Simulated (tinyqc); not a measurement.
# Metal gate on a two-layer dielectric stack with fixed charge and a dipole: flat band against the thickness t2

Gate, layer 2, layer 1, p-type semiconductor; x runs from the gate inwards. Charges are counted in units of +q. psi is the band bending at the surface, positive towards inversion. Classical charge, Boltzmann statistics, no interface traps.

EOT = 3.9 (t1/e1 + t2/e2), Cox = eps0/(t1/e1 + t2/e2); phi_ms = pM - (chi + Eg - Vt ln(Nv/Na)). Vfb = phi_ms + Vd - (q/eps0) [Q1 (t1/e1 + t2/e2) + Q2 t2/e2 + r1 (t1^2/(2 e1) + t1 t2/e2) + r2 t2^2/(2 e2)]: each charge counts with its electrical distance from the gate. ni = sqrt(Nc Nv) exp(-Eg/(2 Vt)), Eg in volts, pB = Vt ln(Na/ni), Vth = Vfb + 2 pB + sqrt(4 q eps0 eps_r Na pB)/Cox.

Parameters, values chosen for the exercise; band and dielectric values those of a made-up semiconductor, layer 1 close to aluminium oxide, layer 2 close to zirconium oxide: temperature T = 350 K; band gap Eg = 0.911 eV; relative permittivity eps_r = 10.5; conduction-band density of states at T Nc = 2.94e19 cm^-3; valence-band density of states at T Nv = 3.07e19 cm^-3; electron affinity chi = 3.54 eV; acceptor density Na = 2.1e16 cm^-3; work function of the gate metal pM = 4.88 eV; thickness of layer 1, next to the semiconductor t1 = 0.8 nm; relative permittivity of layer 1 e1 = 8.96; relative permittivity of layer 2 e2 = 24.2; fixed charge at the semiconductor interface Q1 = 1.2e12 cm^-2; fixed charge between the layers Q2 = 1.4e11 cm^-2; uniform charge density in layer 1 r1 = 0 cm^-3; uniform charge density in layer 2 r2 = 0 cm^-3; flat-band shift by a dipole layer between the layers Vd = 0 V.

Constants: q = 1.602176634e-19 C, kB = 1.380649e-23 J/K, Vt = kB T/q, eps0 = 8.8541878128e-14 F/cm where lengths are in cm. Results are converted to the units shown.

Result of one run:
```
t2 (nm),EOT (nm),Vfb (V),Vth (V)
3.9,0.9767,0.5903,1.078
```

What becomes of these results when the thickness of layer 2, next to the gate t2 is changed from 3.9 to 4.6 nm, all else the same?

Result of the changed run:
```
t2 (nm),EOT (nm),Vfb (V),Vth (V)
4.6,1.090,0.5833,1.073
```

The whole series:
```
t2 (nm),EOT (nm),Vfb (V),Vth (V)
1,0.5094,0.6194,1.100
1.7,0.6222,0.6124,1.095
2.4,0.7350,0.6054,1.090
3.1,0.8478,0.5983,1.084
3.9,0.9767,0.5903,1.078
4.6,1.090,0.5833,1.073
5.3,1.202,0.5763,1.068
6,1.315,0.5693,1.063
```

Vfb falls from 0.619 to 0.569 V and Vth falls from 1.10 to 1.06 V. The slope dVfb/dEOT is -62.2 mV/nm between the first two rows and -62.2 between the last two: a straight line, set by the charge below the growing layer, which reads as 1.34e12 cm^-2. A line through the end rows meets EOT = 0 at 0.651 V, against phi_ms + Vd = 0.649 V; an effective work function read from it is off by 2.26 mV from pM.

Computed by the program tinyqc: `OMP_NUM_THREADS=1 python tinyqc.py 2010070 2010071 out.jsonl`, one thread of a shared Intel Xeon 2.30GHz, about 0.01 s for the whole run.
